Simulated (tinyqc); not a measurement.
Capillary instabilities by surface diffusion: grooving and agglomeration of films, edge retraction, wire break-up and smoothing of roughness: one step, computed by the program tinyqc. Command: `OMP_NUM_THREADS=1 python tinyqc.py 3010729 3010730 out.jsonl dewet walk`. One thread of a shared host (Intel(R) Xeon(R) Processor @ 2.30GHz), about 0.01 s of CPU time with the checks.

Isotropic surface energy; shapes change by surface diffusion alone.

Problem. The Mullins constant. B = D_s nu gamma_s Omega^2/(k_B T), D_s = D0 exp(-Q/(k_B T)).

Inputs (values chosen for the exercise, of the order of those of a nickel silicide film):
```
quantity,value,unit
surface energy gamma_s,1.45,J/m^2
atomic volume Omega,12.2,angstrom^3
surface sites nu,7.3,1/nm^2
prefactor D0,0.00043,m^2/s
activation energy Q,1.91,eV
temperature T,762,K
time t,4400,s
```

Constants: k_B = 8.617333262e-05 eV/K; k_B = 1.380649e-23 J/K.

Give: D_s; B; length (B t)^(1/4).

Solution.

D_s = 1.0022e-16 m^2/s

B = 15.008 nm^4/s

length (B t)^(1/4) = 16.030 nm

Lengths grow as t^(1/4): doubling one takes 16 times as long, or roughly 83 K more.
